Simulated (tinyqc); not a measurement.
Elastic strain and critical thickness of a cubic alloy layer A(1-x)B(x) on a thick substrate: one step, computed by the program tinyqc.

Strain is positive in tension. The layer is coherent with the substrate unless said otherwise.

Task: Alloy by Vegard's rule, and misfit. a = (1 - x) a_A + x a_B, the same rule for each C_ij; misfit f = (a_S - a)/a, the in-plane strain of the coherent layer.

Inputs (values chosen for the exercise, for a model alloy):
```
quantity                        value      unit
fraction x of B                  0.59         -
lattice constant a_A            5.869  angstrom
lattice constant a_B            6.058  angstrom
substrate lattice constant a_S  5.874  angstrom
```

C11, C12, C44 of A (GPa): 103.2  53.26  43.52

C11, C12, C44 of B (GPa): 82.88  40.71  35.02

Give: free lattice constant a; elastic constants; misfit f.

Result:

free lattice constant a = 5.98051 angstrom

elastic constants (GPa): C11 91.2112, C12 45.8555, C44 38.5050

misfit f = -0.0178

The layer is compressed in the plane by 1.78 %.
